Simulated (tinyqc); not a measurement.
## Voltage drop against the resistance from a pad node to the supply

A grid of 13 by 13 nodes with segments Rx (rows) and Ry (columns); every node draws I1 and the central node kh I1; pads with resistance Rp sit at the nodes whose row and column are multiples of the pitch, counting from 0. The drops u = Vdd - V follow from G u = i, with G the conductance matrix and i the load currents, solved directly. Here the pitch is 4.

Values chosen for this exercise: supply voltage Vdd = 0.8 V; resistance of a horizontal segment Rx = 0.17 ohm; resistance of a vertical segment Ry = 1.1 ohm; factor on the load at the hot node kh = 1; load current of a node in the large grid I1 = 0.36 mA.

Results:
```
Rp (ohm)	pads	worst drop (mV)	mean drop (mV)	largest drop at a pad (mV)	largest pad current (mA)	worst drop over Vdd (%)
0.013	16	1.107	0.7239	0.07169	5.515	0.1384
0.025	16	1.165	0.7734	0.1363	5.451	0.1456
0.05	16	1.283	0.8757	0.2668	5.335	0.1604
0.1	16	1.514	1.078	0.5155	5.155	0.1893
0.2	16	1.958	1.477	0.9823	4.911	0.2448
0.8	16	4.430	3.810	3.497	4.371	0.5538
```

Estimate the missing row, Rp = 0.4 ohm.

Computed row:
```
Rp (ohm)	pads	worst drop (mV)	mean drop (mV)	largest drop at a pad (mV)	largest pad current (mA)	worst drop over Vdd (%)
0.4	16	2.807	2.262	1.854	4.635	0.3509
```

With this row back in the table: The worst drop rises from 1.11 to 4.43 mV and the mean drop rises from 0.724 to 3.81 mV. The worst drop goes as Rp^(0.08) between the first two rows and Rp^(0.66) between the last two.

Numbers from tinyqc (`OMP_NUM_THREADS=1 python tinyqc.py 2770164 2770165 out.jsonl`; about 0.07 s on one thread of a shared Intel Xeon 2.30GHz).
